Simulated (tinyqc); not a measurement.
Adsorption as a lattice gas: isotherms with interactions, competition, desorption peaks and saturation dose: one step, computed by the program tinyqc. Command: `OMP_NUM_THREADS=1 python tinyqc.py 3006309 3006310 out.jsonl adsorb walk`. One thread of a shared host (Intel(R) Xeon(R) Processor @ 2.30GHz), about 0.2 s of CPU time with the checks.

One adsorbate per site; a molecule needs 1 empty site. Gas and surface have the same temperature.

Problem. Desorption peak without interaction. The peak obeys E/(k_B T_p^2) = (nu/beta) exp(-E/(k_B T_p)) exactly. Redhead's shortcut, with the constant 3.46 (3.64 is also in use), reads E back as k_B T_p [ln(nu' T_p/beta) - 3.46], nu' = nu.

Inputs (values chosen for the exercise, for a model surface): desorption energy E = 1.87 eV; prefactor nu = 1.5e+14 1/s; heating rate beta = 3.9 K/s.

Adsorption: molecular (first order).

Constants: k_B = 8.617333262e-05 eV/K.

Give: peak temperature T_p; E by Redhead's shortcut.

Solution.

peak temperature T_p = 634.5 K

E by Redhead's shortcut = 1.874 eV

The shortcut misses by +0.21 %, since 3.46 stands for ln(E/(k_B T_p)) = 3.53. A prefactor wrong by a factor 100 would shift E by 0.252 eV.
